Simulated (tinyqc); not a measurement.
# Random telegraph noise from one oxide trap in a small MOSFET, step by step

tinyqc, about 0.01 s, one thread, Intel Xeon 2.30GHz (shared host): `OMP_NUM_THREADS=1 python tinyqc.py 2710085 2710086 out.jsonl` Printed values are rounded.

An acceptor-like trap exchanges electrons with the channel. Inversion charge Q = Cox u, u = n Vt W0(exp((Vg - VT)/(n Vt))), W0 the Lambert function, n = nf, Cox = eps0 eox/tox; linear regime Id = (W/L) mu Q Vd. Relative to threshold the surface potential rises by Vt ln(u/u0) and the oxide voltage by the rest of Vg - VT, with u0 = n Vt W0(1).

Inputs (values chosen for the exercise); values of the order met in silicon transistors:
- T = 300 K (temperature)
- eox = 3.9 (relative permittivity of the gate insulator (close to silicon dioxide))
- tox = 1.3 nm (insulator thickness)
- xt = 0.55 nm (depth of the trap from the channel interface)
- E0 = 0.18 eV (trap level above the channel Fermi level at threshold)
- s0 = 1e-15 cm^2 (capture prefactor)
- EB = 0.45 eV (capture barrier (lattice relaxation))
- lt = 0.15 nm (tunnelling decay length)
- vth = 1.3e7 cm/s (thermal velocity)
- zi = 2.9 nm (thickness of the inversion layer)
- VT = 0.33 V (threshold voltage)
- nf = 1.37 (body factor)
- W = 210 nm (gate width)
- L = 80 nm (gate length)
- mu = 180 cm^2/(V s) (mobility)
- asc = 1.7e-15 V s (scattering coefficient of the charged trap)
- Vd = 0.1 V (drain voltage)
- Vg = 0.64 V (gate voltage)

Constants: q = 1.602176634e-19 C, kB = 1.380649e-23 J/K, Vt = kB T/q, eps0 = 8.8541878128e-14 F/cm where lengths are in cm. Results are converted to the units shown.

Range of the model: VT is taken as given; short-channel effects and the uneven flow of current among few electrons are left out.

## Trap level, time constants and occupancy

N = Cox u/q; dpsi = Vt ln(u/u0); E = E0 - dpsi - (xt/tox)(Vg - VT - dpsi); capture time tc = 1/[(N/zi) vth s0 exp(-xt/lt - EB/Vt)]; emission time te = tc exp(-E/Vt); occupancy te/(tc + te).

u = 0.2419453 V
N = 4.011223e12 cm^-2
dpsi = 0.06433674 V
E = 0.01172880 eV
tc = 0.007893293 s
te = 0.005014447 s
occupancy = 0.3884837

The trap lies 0.45 Vt above the Fermi level, so it is empty most of the time.

## Step height

A = W L; threshold step dV = q (1 - xt/tox)/(Cox A); gm/Id = 1/(u + n Vt); relative step dI/I = (gm/Id) dV + asc mu/A. Id as defined.

electrons in the channel N A = 673.8855
dV = 0.2071329 mV
gm/Id = 3.605389 1/V
number part of dI/I = 0.07467947 %
dI/I = 0.2568223 %
Id = 30.36610 uA
dI = 77.98692 nA

## Lorentzian spectrum

Spectrum S(f) = 4 dI^2/{(tc + te)[(1/tc + 1/te)^2 + (2 pi f)^2]}; corner fc = (1/tc + 1/te)/(2 pi); variance dI^2 tc te/(tc + te)^2. Give S at f = 0, at fc and at 10 fc.

fc = 51.90260 Hz
S(0) = 1.772211e-17 A^2/Hz
S(fc) = 8.861055e-18 A^2/Hz
S(10 fc) = 1.754664e-19 A^2/Hz
rms current = 38.01125 nA

The rms value is 0.487 of the step; it reaches its largest share, 1/2, when tc = te.
